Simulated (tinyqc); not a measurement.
Comparisons within one model: phonon-assisted absorption at an indirect gap. A value that a table varies takes the place of the one given here.

alpha(E) = sum_j A_j [N_j (E - Eg + w_j)^2 + (N_j + 1)(E - Eg - w_j)^2], each bracket counted only where its base is positive; N_j = 1/(exp(w_j/kB T) - 1). The first term absorbs a phonon and the second emits one; excitons and direct transitions are left out.

Photodiode (Gaertner form with a dead layer): QE = (1 - R) exp(-alpha xj) [1 - exp(-alpha W)/(1 + alpha L)], R = ((nr - 1)/(nr + 1))^2; responsivity = QE/E in A/W for E in eV.

Constants: kB = 8.617333262e-05 eV/K.

Inputs chosen for the exercise (loosely those of AlAs at room temperature; Eg is not tied to T; shifted at random, so the results belong to these values and not to a real crystal): Eg = 2.129 eV (indirect gap, held fixed unless listed); w = (45.2, 13.7) meV (two zone-edge phonons); A = (3700, 550) 1/(cm eV^2) (their strengths); T = 300 K; nr = 3.16 (refractive index); xj = 0.052 micrometre (dead layer at the surface); W = 1.2 micrometre (depleted width); L = 45 micrometre (minority diffusion length below it); E = 2.315 eV (photon energy).

## The square root of alpha at three temperatures

The gap is held fixed, so only the phonon occupations change.

sqrt(alpha) (1/cm^(1/2)):

| E - Eg (eV) | 77 K | 450 K | 600 K |
|---|---|---|---|
| -0.04 | 0.010 | 0.213 | 0.268 |
| -0.02 | 0.051 | 1.032 | 1.297 |
| 0.00 | 0.153 | 1.915 | 2.398 |
| 0.02 | 0.365 | 2.945 | 3.662 |
| 0.04 | 0.834 | 4.146 | 5.108 |
| 0.07 | 2.211 | 6.364 | 7.697 |
| 0.10 | 4.115 | 9.056 | 10.767 |
| 0.15 | 7.395 | 13.857 | 16.221 |
| 0.20 | 10.701 | 18.788 | 21.821 |
| 0.30 | 17.334 | 28.773 | 33.164 |
| 0.45 | 27.296 | 43.849 | 50.293 |
| 0.60 | 37.262 | 58.961 | 67.466 |

How do the results move?

Below the gap only phonon absorption acts: at E - Eg = -0.02 eV sqrt(alpha) is 0.051, 1.032 and 1.297 at 77, 450 and 600 K. A straight line through the last two rows meets the axis at E - Eg = +0.0392, +0.0148 and +0.0107 eV: the intercept is roughly a weighted mean of the thresholds, not the gap, and it moves from the emission side towards Eg as the occupations grow. At the last row alpha grows by a factor 3.28 from the lowest to the highest temperature at fixed gap.

## Spectral response

Response:

| E (eV) | wavelength (nm) | alpha (1/cm) | 1/alpha (micrometre) | dead layer | collected | QE | A/W |
|---|---|---|---|---|---|---|---|
| 2.15 | 577 | 4.44 | 2.25e+03 | 1.000 | 0.020 | 0.015 | 0.007 |
| 2.19 | 566 | 17.3 | 578 | 1.000 | 0.074 | 0.054 | 0.025 |
| 2.25 | 551 | 76.9 | 130 | 1.000 | 0.264 | 0.193 | 0.086 |
| 2.33 | 532 | 239 | 41.8 | 0.999 | 0.532 | 0.388 | 0.167 |
| 2.43 | 510 | 575 | 17.4 | 0.997 | 0.740 | 0.539 | 0.222 |
| 2.58 | 481 | 1.36e+03 | 7.38 | 0.993 | 0.880 | 0.638 | 0.247 |
| 2.78 | 446 | 2.91e+03 | 3.43 | 0.985 | 0.950 | 0.683 | 0.246 |
| 3.03 | 409 | 5.69e+03 | 1.76 | 0.971 | 0.981 | 0.696 | 0.230 |
| 3.33 | 372 | 1.02e+04 | 0.976 | 0.948 | 0.994 | 0.688 | 0.207 |
| 3.73 | 332 | 1.84e+04 | 0.544 | 0.909 | 0.999 | 0.663 | 0.178 |

What does this show, and why?

QE is highest, 0.696, at 3.03 eV of those listed and the responsivity at 2.58 eV; reflection alone caps QE at 0.730. Near the gap weak absorption limits it (collected share 0.020); at the top the dead layer passes 0.909. Far above the gap the quadratic law and a constant index are only rough; in the real crystal direct transitions take over near 3 eV, so the rows above that understate alpha.

## What moves the response

At the energy E. Each row changes one parameter from the base and keeps the others.

Results:

| case | alpha (1/cm) | QE |
|---|---|---|
| base | 201.6 | 0.3562 |
| Eg = 2.109 eV | 252.5 | 0.3981 |
| T = 350 K | 234.2 | 0.3842 |
| W = 2.4 micrometre | 201.6 | 0.3651 |
| L = 22.5 micrometre | 201.6 | 0.2397 |
| xj = 0.104 micrometre | 201.6 | 0.3558 |
| nr = 3.32 | 201.6 | 0.3470 |

What does this show?

The largest shifts from the base row, up to three for each result and ties (the steps differ in size, so this ranks the rows, not the parameters). alpha (1/cm): Eg +50.9, T +32.7; unchanged at the printed digits by W, L, xj and nr. QE: L -0.1165, Eg +0.0420, T +0.0280.

tinyqc: `OMP_NUM_THREADS=1 python tinyqc.py 1681047 1681048 out.jsonl`; about 0.01 s, one thread, shared Intel(R) Xeon(R) Processor @ 2.30GHz.
